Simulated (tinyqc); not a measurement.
Electromigration in a confined line: Blech product, Korhonen stress evolution and Black's law: one step, computed by the program tinyqc. Command: `OMP_NUM_THREADS=1 python tinyqc.py 3003301 3003302 out.jsonl emigr walk`. One thread of a shared host (Intel(R) Xeon(R) Processor @ 2.30GHz), about 0.01 s of CPU time with the checks.

The electron wind pushes atoms from the cathode (x = 0) to the anode (x = L); blocking ends build a back stress (tension positive). The input rho is taken not to change with temperature. d sigma/dt = d/dx [kappa (d sigma/dx + G)], with zero flux at both ends and sigma = sigma_0 at t = 0.

Problem. Stress along the line. sigma(x, t) = sigma_0 + G L [1/2 - x/L - 4 sum_(m odd) cos(m pi x/L) exp(-m^2 pi^2 s)/(m pi)^2], s = t/tau, summed to m = 399. Steady state: sigma_0 + G L (1/2 - x/L). Take x/L = 0, 0.1, 0.2, 0.3, 0.4, 0.6, 0.8 and 1.

Inputs (values chosen for the exercise, close to those used for copper lines):

| quantity | value | unit |
|---|---|---|
| critical stress sigma_c | 180 | MPa |
| initial stress sigma_0 | 51 | MPa |
| line length L | 100 | um |
| test temperature T | 300 | C |
| time as a fraction of L^2/kappa, s | 0.14 | - |

Start: thermal stress.

stress gradient G = 8.845264 MPa/um

Give: Stress (MPa).

Solution.

Stress (MPa):

| x/L | at time s | steady state |
|---|---|---|
| 0.0 | 403.2 | 493.3 |
| 0.1 | 319.2 | 404.8 |
| 0.2 | 243.5 | 316.4 |
| 0.3 | 175.0 | 227.9 |
| 0.4 | 111.6 | 139.5 |
| 0.6 | -9.6 | -37.5 |
| 0.8 | -141.5 | -214.4 |
| 1.0 | -301.2 | -391.3 |

Caution: stresses above sigma_c are formal, since a void forms first.
